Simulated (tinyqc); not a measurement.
From results back to parameters: one-oscillator model of a band gap. Three cases, with inputs chosen for the exercise.

Problem. A gap follows E(T) = E0 - s1 t1/(exp(t1/T) - 1) with the zero-point term ZP = s1 t1/2, which scales as M^(-1/2). The shift of E0 on going from M to M + dM and the limiting slope at high T are given.

Case 1.

Values chosen (out of a larger set: near those of SiC; not measured data): M = 20.05 u (mean atomic mass); dM = 0.69 u (change of the mean mass (not bounded by the natural isotopes)).

shift of E0 = 2.642685 meV
limiting slope s1 = 0.490 meV/K

Case 2.

Values chosen (out of a larger set: near those of InP; not measured data): M = 72.99 u (mean atomic mass); dM = -2.36 u (change of the mean mass (not bounded by the natural isotopes)).

shift of E0 = -0.891125 meV
limiting slope s1 = 0.394 meV/K

Case 3.

Values chosen (out of a larger set: near those of SiC; not measured data): M = 20.08 u (mean atomic mass); dM = -0.95 u (change of the mean mass (not bounded by the natural isotopes)).

shift of E0 = -5.916263 meV
limiting slope s1 = 0.511 meV/K

Find: sqrt(M/(M + dM)); ZP; t1.

Solution. The shift is ZP (1 - sqrt(M/(M + dM))); then t1 = 2 ZP/s1.

Case 1.

sqrt(M/(M + dM)) = 0.983225
ZP = 157.53 meV
t1 = 643 K

Case 2.

sqrt(M/(M + dM)) = 1.016570
ZP = 53.78 meV
t1 = 273 K

Case 3.

sqrt(M/(M + dM)) = 1.024529
ZP = 241.19 meV
t1 = 944 K

Computed by tinyqc, one run a case: `OMP_NUM_THREADS=1 python tinyqc.py N N+1 out.jsonl` with N = 1880057, 1880059, 1880062; one thread of a shared Intel(R) Xeon(R) Processor @ 2.30GHz, about 0.01 s a run at most.
